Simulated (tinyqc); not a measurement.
# Floating body of a partially depleted SOI transistor: body voltage and kink: what changes with what

Source at 0 V. Channel current Ic = 2 nf K Vt^2 [F(0) - F(Vd)](1 + la Vd), F(V) = ln^2(1 + exp((Vg - VT - nf V)/(2 nf Vt))), VT = VT0 - gb Vb. Saturation voltage Vs = 2 Vt sqrt(F(0)) + 3 Vt, excess Ve = (Vd - Vs + sqrt((Vd - Vs)^2 + 0.0004 V^2))/2, multiplication M1 = Ai Ve exp(-Bl/Ve). Each junction passes D(v) = J1 (exp(v/Vt) - 1) + J2 (exp(v/(2 Vt)) - 1). Bipolar current Ib = bb J1 (exp(Vb/Vt) - 1). The body settles where M1 (Ic + Ib) = D(Vb) + D(Vb - Vd) + Vb/Rb; drain current Id = (1 + M1)(Ic + Ib) - D(Vb - Vd).

Values chosen for this exercise; values of the order met in partially depleted silicon-on-insulator transistors:

| symbol | value | unit | meaning |
|---|---|---|---|
| T | 398 | K | temperature |
| VT0 | 0.43 | V | threshold at zero body voltage |
| gb | 0.33 |  | fall of the threshold per volt of body voltage |
| nf | 1.2 |  | slope factor |
| K | 160 | uA/(V^2 um) | gain factor per width |
| la | 0.03 | 1/V | channel-length modulation factor |
| Ai | 2.42 | 1/V | impact-ionisation prefactor |
| Bl | 7.9 | V | impact-ionisation voltage |
| J1 | 1.3e-9 | uA/um | diffusion saturation current of each junction |
| J2 | 3.1e-6 | uA/um | recombination saturation current of each junction |
| bb | 0.5 |  | gain of the lateral bipolar transistor on the diffusion current |
| Rb | 1e9 | kohm um | resistance of a weak body tie to the source (1e9 stands for no tie, and the term is then dropped) |
| Vg | 1 | V | gate voltage |
| Vd | 1.2 | V | drain voltage |

Constants: q = 1.602176634e-19 C, kB = 1.380649e-23 J/K, Vt = kB T/q. Results are converted to the units shown.

Each table varies one quantity; the others keep the values above.

## Output curve and kink

Rows with more than one solution for Vb (latch) are left out; dId/dVd by a forward difference over 1e-4 V, swing = 1e-4 V over the change of log10 Id; M1 under 1e-12 is printed as 0.

Output curve and kink:
```
Vd (V),Vb (V),M1,"Id, floating (uA/um)","Id, grounded (uA/um)",ratio,"dId/dVd, floating (uS/um)","dId/dVd, grounded (uS/um)"
1.2,0.1823,1.395e-6,27.43,22.45,1.222,32.98,0.6523
1.4,0.3855,2.809e-5,33.77,22.58,1.496,28.05,0.6890
1.6,0.5167,2.693e-4,38.32,22.73,1.686,17.94,0.8618
1.8,0.5938,0.001474,41.31,22.94,1.801,12.69,1.296
2,0.6451,0.005281,43.64,23.27,1.875,11.03,2.068
2.2,0.6826,0.01408,45.87,23.79,1.928,11.61,3.187
```

What does the table show?

Vb rises from 0.182 to 0.683 V and the ratio of the currents rises from 1.22 to 1.93. The output conductance with a floating body exceeds the grounded value by the largest factor among the rows, 50.6, at Vd = 1.2 V, where Vb = 0.182 V and M1 = 1.39e-6.

## Transfer curve and swing

Same model as above.

Results:
```
Vg (V),Vb (V),M1,"Id, floating (uA/um)","Id, grounded (uA/um)",ratio,"swing, floating (mV/decade)","swing, grounded (mV/decade)"
-0.02,0.04778,0.001977,1.531e-5,1.143e-5,1.339,118.9,130.3
0.08,0.05048,0.001965,1.431e-4,9.677e-5,1.478,95.46,98.59
0.28,0.2381,0.001650,0.05762,0.01053,5.472,68.62,102.1
0.38,0.3666,0.001014,0.6908,0.08863,7.794,133.2,116.9
0.48,0.4029,4.978e-4,2.532,0.5090,4.975,235.3,152.7
0.58,0.3996,2.136e-4,5.592,1.821,3.071,357.0,217.2
0.68,0.3739,8.132e-5,9.675,4.452,2.173,492.5,306.4
0.78,0.3305,2.726e-5,14.58,8.518,1.711,640.1,410.2
```

Estimate the missing row, Vg = 0.18 V.

Computed row:
```
Vg (V),Vb (V),M1,"Id, floating (uA/um)","Id, grounded (uA/um)",ratio,"swing, floating (mV/decade)","swing, grounded (mV/decade)"
0.18,0.07928,0.001918,0.001914,0.001032,1.854,78.95,97.30
```

With this row back in the table: Vb goes from 0.0478 through a maximum of 0.403 (at Vg = 0.48 V among the rows listed) to 0.330 V. The smallest swing among the rows is 68.6 mV a decade with a floating body (at Vg = 0.28 V) and 97.3 with a grounded one; Vt ln 10 = 79.0. The floating swing is smaller by more than 3 % for Vg = -0.02, 0.08, 0.18, 0.28 V, where the rising Vb lowers the threshold as Vg rises. In the first row the floating body raises the current by a factor of 1.34.

Range of the model: The multiplication law is an empirical form chosen for the exercise; self-heating and capacitive coupling to the body are left out, and the linear laws are rough once Vb passes about 0.7 V or M1 about 0.1.

Numbers from tinyqc (`OMP_NUM_THREADS=1 python tinyqc.py 2182258 2182259 out.jsonl`; about 0.2 s on one thread of a shared Intel Xeon 2.30GHz).
